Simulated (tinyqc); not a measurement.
Space-charge-limited current through a thin insulating or semi-insulating film with traps: one step, computed by the program tinyqc.

One ohmic injecting contact at x = 0 (field zero), drift only, non-degenerate free carriers.

Question. One point of the curve. Free density n_0 = N_c exp(-E_0/k_B T) in equilibrium; trapped density n_t(n) = N_t (n/N_c)^(T/T_c) (the low-temperature form). J = e mu n F and (eps eps_0/e) dF/dx = n - n_0 + n_t(n) - n_t(n_0) = rho(n). With F = J/(e mu n): d = (eps eps_0 J/(e^2 mu)) I_1 and V = (eps eps_0 J^2/(e^3 mu^2)) I_2, I_k = int_(n_L)^infinity dn/(n^(k+1) rho(n)), n_L the density at the anode; with u = n_L/n, 200 Gauss-Legendre points in t, u = 1 - (1 - t)^2. Anode field J/(e mu n_L); Mott-Gurney current (9/8) eps eps_0 mu V^2/d^3; ohmic current e n_0 mu V/d.

Inputs (values chosen for the exercise, modelled on amorphous silicon):
```
quantity                                            value        unit
permittivity eps                                     11.8           -
band mobility mu                                      3.9  cm^2/(V s)
effective density of states N_c                   2.2e+20      1/cm^3
trap density N_t                                  2.2e+17      1/cm^3
equilibrium Fermi level below the band edge, E_0     0.69          eV
thickness d                                            88          nm
free density at the anode, in units of N_c        0.00013           -
temperature T                                         350           K
characteristic temperature T_c                       1200           K
```

Traps: exponential tail.

Constants: k_B = 8.617333262e-05 eV/K; eps_0 = 8.8541878128e-12 F/m; e = 1.602176634e-19 C.

Give: I_1; I_2; current density J; voltage V; anode field over mean field V/d; trap-free Mott-Gurney current; ohmic current.

Answer.

I_1 = 4.360e-34 cm^6

I_2 = 9.863e-51 cm^9

current density J = 1934 A/cm^2

voltage V = 0.6160 V

anode field over mean field V/d = 1.546

trap-free Mott-Gurney current = 2553 A/cm^2

ohmic current = 0.001116 A/cm^2
